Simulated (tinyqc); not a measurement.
# Hole mobility in a silicon inversion layer, empirical terms and Matthiessen rule: effect of the temperature

Inversion layer of sheet density Ns on a uniformly doped body, under a high-permittivity gate with an interlayer. The mobility terms are empirical power laws with prefactors chosen for the exercise; adding their inverses (Matthiessen) is itself an approximation.

Nc and Nv are given at 325 K and scale as (T/325 K)^1.5; Eg is fixed. ni = sqrt(Nc Nv) exp(-Eg/(2 Vt)), Eg in volts; Ndep = sqrt(2 eps0 eps_r Nb (2 Vt ln(Nb/ni) + Vsb)/q); E = q (Ndep + eta Ns)/(eps0 eps_r), in MV/cm. With t = T/(300 K): muC = Ac (Ns/1e12 cm^-2) t/(Nb/1e17 cm^-3 + Nit/1e11 cm^-2), muP = Ap E^(-1/3) t^(-1.75), muS = As E^(-gs), muR = Ar exp(2 ti/lr)/t; 1/mu is the sum of the inverses.

Inputs (values chosen for the exercise); material values close to those of silicon:
```
symbol,value,unit,meaning
Eg,1.14,eV,band gap
eps_r,11.7,,relative permittivity of the semiconductor
Nc,3.19e19,cm^-3,conduction-band density of states at the reference temperature
Nv,3e19,cm^-3,valence-band density of states at the reference temperature
Nb,6.1e16,cm^-3,body doping
Vsb,0.3,V,reverse body bias
eta,0.3333,,weight of the inversion charge in the effective field
Ap,142,cm^2/(V s),phonon-limited mobility at 1 MV/cm and 300 K
As,443,cm^2/(V s),roughness-limited mobility at 1 MV/cm
gs,1,,exponent of the roughness term
Ac,1600,cm^2/(V s),Coulomb prefactor
Nit,2.7e10,cm^-2,charge at the interface
Ar,320,cm^2/(V s),remote-phonon mobility without interlayer
ti,1.2,nm,interlayer thickness
lr,0.6,nm,decay length of remote phonons
Ns,2.2e12,cm^-2,inversion density
```

Constants: q = 1.602176634e-19 C, kB = 1.380649e-23 J/K, Vt = kB T/q, eps0 = 8.8541878128e-14 F/cm where lengths are in cm. Results are converted to the units shown.

Effect of the temperature:

| T (K) | E (MV/cm) | muC (cm^2/(V s)) | muP (cm^2/(V s)) | muS (cm^2/(V s)) | muR (cm^2/(V s)) | mu (cm^2/(V s)) |
|---|---|---|---|---|---|---|
| 120 | 0.2725 | 1600 | 1089 | 1625 | 4.368e4 | 458.4 |
| 160 | 0.2699 | 2133 | 660.2 | 1642 | 3.276e4 | 381.2 |
| 200 | 0.2670 | 2667 | 448.3 | 1659 | 2.621e4 | 308.0 |
| 250 | 0.2632 | 3333 | 304.9 | 1683 | 2.097e4 | 236.9 |
| 300 | 0.2590 | 4000 | 222.8 | 1710 | 1.747e4 | 185.8 |
| 350 | 0.2547 | 4667 | 171.1 | 1740 | 1.498e4 | 149.2 |
| 400 | 0.2500 | 5333 | 136.2 | 1772 | 1.310e4 | 122.4 |
| 450 | 0.2451 | 6000 | 111.6 | 1807 | 1.165e4 | 102.4 |

As T goes from 120 to 450 K, E falls from 0.273 to 0.245 MV/cm and mu falls from 458 to 102 cm^2/(V s). The phonon term is the smallest in the first and the last row. For T = 120 to 160 K dopant freeze-out and degenerate screening, left out here, matter.

Program tinyqc, `OMP_NUM_THREADS=1 python tinyqc.py 2510074 2510075 out.jsonl`; Intel Xeon 2.30GHz, shared host, one thread, about 0.01 s.
